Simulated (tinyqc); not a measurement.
Gain against bias and Miller's formula: avalanche multiplication and breakdown of a junction from ionisation integrals. Computed by tinyqc, a small Python program. Command: `OMP_NUM_THREADS=1 python tinyqc.py 3011221 3011222 out.jsonl impact walk`. One thread of a shared host (Intel(R) Xeon(R) Processor @ 2.30GHz), about 0.01 s of CPU time with the checks.

Ionisation coefficients follow the local field. Position x runs through the depletion layer from the p side (x = 0), where electrons enter, to the n side (x = w), where holes enter. The built-in voltage is neglected.

Inputs (values chosen for the exercise, modelled on InP): electron prefactor a_n = 5.37e+06 1/cm; electron field b_n = 3.18e+06 V/cm; hole prefactor a_p = 2.19e+06 1/cm; hole field b_p = 2.3e+06 V/cm; exponent c = 1; permittivity eps = 12.5; doping N of the lightly doped side = 2.6e+14 1/cm^3.

Junction: one-sided abrupt p+n.

Constants: e = 1.602176634e-19 C; eps_0 = 8.8541878128e-12 F/m.

Method:
- alpha_n = a_n exp(-(b_n/F)^c), alpha_p = a_p exp(-(b_p/F)^c).
- Field F = F_m (1 - s), w = eps eps_0 F_m/(e N), V = F_m w/2, with s = x/w (the peak lies at the p+ side).
- With Phi(x) = int_0^x (alpha_n - alpha_p) dx': 1 - 1/M_n = I_n = int_0^w alpha_n exp(-Phi) dx and M_p = M_n exp(-Phi(w)); trapezoid rule on 401 even points; breakdown at I_n = 1.
- Solve I_n(F_m) = 1.
- Miller's exponent n is defined by 1 - 1/M = (V/V_B)^n for the larger M.

breakdown voltage = 1510.44 V

critical field F_m = 0.337193 MV/cm

Gain:
```
V/V_B   V (V)  F_m (MV/cm)     M_n     M_p  Miller exponent n
0.50    755.2      0.23843  1.0037   1.081             3.7334
0.60    906.3      0.26119  1.0151   1.240             3.2132
0.70   1057.3      0.28212  1.0496   1.621             2.6903
0.80   1208.4      0.30159  1.1526   2.602             2.1737
0.90   1359.4      0.31989  1.5562   6.141             1.6870
0.95   1434.9      0.32866  2.4545  13.817             1.4646
0.98   1480.2      0.33380  5.2353  37.440             1.3400
0.99   1495.3      0.33550  9.9006  77.029             1.3002
```

The larger gain passes 2 between 0.700 and 0.800 of V_B and reaches 77.0 at 0.99. Miller's exponent runs from 1.3 to 3.7, so it is not a constant: a fit holds over a narrow range only. From the first row to the last the voltage grows by a factor 1.98 and the peak field by 1.41.

Extremes, crossings and ranges named in words are read from the listed rows.
